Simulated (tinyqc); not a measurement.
# Trap depth and cross-section from two peaks

Inverse problem. A DLTS peak lies where ew = sn g T^2 exp(-Et/kB T), g = vth Nc/(300 K)^2. Find Et and sn.

Parameters, values chosen for the exercise:
```
symbol    value   unit                                     meaning
Nc      2.26e18  cm^-3  conduction-band density of states at 300 K
vth       2.6e7   cm/s                   thermal velocity at 300 K
```

Constants: q = 1.602176634e-19 C, kB = 1.380649e-23 J/K. Results are converted to the units shown.

peak temperatures for ew = 5 and 500 1/s (K): [319.68003, 397.01449]

Solution. The slope of ln(ew/T^2) against q/kB T is -Et, and the intercept is ln(sn g).

Et = 0.5900 eV
sn = 1.500e-16 cm^2

Numbers from tinyqc (`OMP_NUM_THREADS=1 python tinyqc.py 2050052 2050053 out.jsonl`; about 0.01 s on one thread of a shared Intel Xeon 2.30GHz).
